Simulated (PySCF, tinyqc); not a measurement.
CIS and TDHF on RHF in the sto-3g basis, for BeH+, spin multiplicity 1, step by step. The lowest restricted solution is unstable here: a spin-polarised one lies 0.0045 hartree lower (PySCF). One step of it, computed by the program tinyqc.

Task: TDHF (RPA) triplet states. B(ia,jb) = - (ib|ja); the squared energies are the eigenvalues of (A - B)(A + B); 1 hartree = 27.211386 eV.

CIS matrix A, triplet (hartree), lower triangle:
```
,1>3,1>4,1>5,1>6,2>3,2>4,2>5,2>6
1>3,4.214906
1>4,0.000000,4.299155
1>5,0.000000,0.000000,4.299155
1>6,-0.074759,0.000000,0.000000,4.625857
2>3,0.010939,0.000000,0.000000,0.003272,0.074266
2>4,0.000000,0.006046,0.000000,0.000000,0.000000,0.179038
2>5,0.000000,0.000000,0.006046,0.000000,0.000000,0.000000,0.179038
2>6,0.003272,0.000000,0.000000,0.001795,0.056839,0.000000,0.000000,0.302264
```

Two-electron integrals over orbitals (pq|rs), unique and non-zero (hartree):
```
p,q,r,s,(pq|rs)
1,1,1,1,2.275707
2,1,1,1,-0.171475
2,1,2,1,0.021535
2,2,1,1,0.452914
2,2,2,1,-0.000896
2,2,2,2,0.460453
3,1,1,1,-0.171924
3,1,2,1,0.017671
3,1,2,2,-0.014093
3,1,3,1,0.026214
3,2,1,1,0.074621
3,2,2,1,-0.005657
3,2,2,2,-0.066006
3,2,3,1,0.001864
3,2,3,2,0.060982
3,3,1,1,0.525592
3,3,2,1,-0.010939
3,3,2,2,0.326203
3,3,3,1,0.002539
3,3,3,2,0.032831
3,3,3,3,0.429253
4,1,4,1,0.015585
4,2,4,1,0.014111
4,2,4,2,0.045462
4,3,4,1,0.013773
4,3,4,2,0.034421
4,3,4,3,0.048596
4,4,1,1,0.569239
4,4,2,1,-0.006046
4,4,2,2,0.349328
4,4,3,1,-0.006058
4,4,3,2,0.039019
4,4,3,3,0.383606
4,4,4,4,0.449859
5,1,5,1,0.015585
5,2,5,1,0.014111
5,2,5,2,0.045462
5,3,5,1,0.013773
5,3,5,2,0.034421
5,3,5,3,0.048596
5,4,5,4,0.024249
5,5,1,1,0.569239
5,5,2,1,-0.006046
5,5,2,2,0.349328
5,5,3,1,-0.006058
5,5,3,2,0.039019
5,5,3,3,0.383606
5,5,4,4,0.401360
5,5,5,5,0.449859
6,1,1,1,0.084315
6,1,2,1,-0.013852
6,1,2,2,-0.009015
6,1,3,1,-0.002366
6,1,3,2,0.007908
6,1,3,3,0.015031
6,1,4,4,0.002157
6,1,5,5,0.002157
6,1,6,1,0.015863
6,2,1,1,-0.134402
6,2,2,1,0.001360
6,2,2,2,0.022259
6,2,3,1,0.008421
6,2,3,2,-0.055275
6,2,3,3,-0.010775
6,2,4,4,-0.068752
6,2,5,5,-0.068752
6,2,6,1,0.004794
6,2,6,2,0.118219
6,3,1,1,0.074759
6,3,2,1,-0.003272
6,3,2,2,-0.056839
6,3,3,1,0.005035
6,3,3,2,0.056820
6,3,3,3,0.051690
6,3,4,4,0.035485
6,3,5,5,0.035485
6,3,6,1,0.007609
6,3,6,2,-0.060281
6,3,6,3,0.073512
6,4,4,1,-0.007237
6,4,4,2,-0.025763
6,4,4,3,-0.008168
6,4,6,4,0.022491
6,5,5,1,-0.007237
6,5,5,2,-0.025763
6,5,5,3,-0.008168
6,5,6,5,0.022491
6,6,1,1,0.483147
6,6,2,1,-0.001795
6,6,2,2,0.466711
6,6,3,1,-0.012845
6,6,3,2,-0.070090
6,6,3,3,0.353888
6,6,4,4,0.352372
6,6,5,5,0.352372
6,6,6,1,-0.007292
6,6,6,2,0.049468
6,6,6,3,-0.060517
6,6,6,6,0.504333
```

Give: TDHF matrix B, triplet; squared energies w^2; TDHF energies from the positive w^2.

Result:

TDHF matrix B, triplet (hartree), lower triangle:
```
,1>3,1>4,1>5,1>6,2>3,2>4,2>5,2>6
1>3,-0.026
1>4,0.000,-0.016
1>5,0.000,0.000,-0.016
1>6,0.002,0.000,0.000,-0.016
2>3,-0.002,0.000,0.000,-0.008,-0.061
2>4,0.000,-0.014,0.000,0.000,0.000,-0.045
2>5,0.000,0.000,-0.014,0.000,0.000,0.000,-0.045
2>6,-0.008,0.000,0.000,-0.005,0.055,0.000,0.000,-0.118
```

squared energies w^2 (hartree^2): -0.007  0.030  0.030  0.086  17.654  18.482  18.482  21.520

TDHF energies from the positive w^2 (eV): 4.711  4.711  7.989  114.333  116.984  116.984  126.233

A + B or A - B has a negative eigenvalue: the restricted solution is unstable towards a spin-polarised one, a negative w^2 means an imaginary energy, and the lowest roots have no physical meaning.
